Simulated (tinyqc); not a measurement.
Inside a calculation. Model: programming of a floating-gate cell by Fowler-Nordheim tunnelling.

Numbers from tinyqc (`OMP_NUM_THREADS=1 python tinyqc.py 2130068 2130069 out.jsonl`; about 0.01 s on one thread of a shared Intel Xeon 2.30GHz). Printed values are rounded.

Per tunnel area the floating gate has Ctun = 3.9 eps0/tox to the channel (0 V) and Ccg to the control gate, Ct = Ctun/(1 - ag), no other coupling. With the threshold shift U = -Q/Ccg the field is F = ag (Vg - U)/tox, and dU/dt = J/Ccg. Fowler-Nordheim: J = A F^2 exp(-B/F), A = q^2/(16 pi^2 hbar mo phi) (times 1e14 for A/cm^2 with F in V/nm, emitter mass m0), B = (4/3) sqrt(mo/C) phi^1.5, C = hbar^2/(2 m0).

Inputs (values chosen for the exercise); oxide values close to those of silicon dioxide: tunnel barrier phi = 3.02 eV; tunnelling mass mo = 0.48 m0; tunnel oxide thickness tox = 9.1 nm; coupling ratio Ccg/Ct ag = 0.64; tunnel area ar = 5200 nm^2; threshold shift at the start Vt0 = -2.6 V; control-gate voltage Vg = 13.1 V; time step dt = 7.9 us; steps n = 10.

Constants: q = 1.602176634e-19 C, hbar = 1.054571817e-34 J s, m0 = 9.1093837015e-31 kg, eps0 = 8.8541878128e-14 F/cm where lengths are in cm, hbar^2/(2 m0) = 0.0380998212 eV nm^2. Results are converted to the units shown.

Range of the model: Programming fields of 10 MV/cm and more wear the oxide; trapping and the channel potential are ignored.

## Constants of the cell

A, B, Ccg = ag Ct, the starting field and current, K = A B ag/(Ccg tox), and the knee time t0 = exp(B/F(0))/K.

A = 1.063351e8 A cm^-2 (V/nm)^-2
B = 24.83752 V/nm
Ccg = 0.6746048 uF/cm^2
F(0) = 1.104176 V/nm
J(0) = 0.02206262 A/cm^2
K = 2.753431e14 1/s
t0 = 21.34135 us
electrons for 1 V of shift = 218.9487

## Explicit time steps against the exact solution

U(new) = U + dt J(F(U))/Ccg. Exact: exp(B/F(t)) = exp(B/F(0)) + K t, K = A B ag/(Ccg tox), and U = Vg - tox F/ag.

```
step  t (us)  F (V/nm)   J (A/cm^2)  U by steps (V)  U exact (V)
0          0  1.104176   0.02206262       -2.600000    -2.600000
1        7.9  1.086005   0.01464840       -2.341634    -2.383222
2       15.8  1.073941   0.01107916       -2.170093    -2.222569
3       23.7  1.064816  0.008933539       -2.040350    -2.095425
4       31.6  1.057458  0.007490594       -1.935733    -1.990496
5       39.5  1.051289  0.006450206       -1.848014    -1.901341
6       47.4  1.045977  0.005663191       -1.772479    -1.823950
7       55.3  1.041312  0.005046466       -1.706160    -1.755656
8       63.2  1.037156  0.004549899       -1.647063    -1.694603
9       71.1  1.033409  0.004141375       -1.593781    -1.639442
10        79  1.029998  0.003799333       -1.545283    -1.589168
```

The steps run ahead by 41.6 mV after the first and 43.9 mV after the last, as each uses the larger current of its start; the step is 0.37 of the knee time t0.
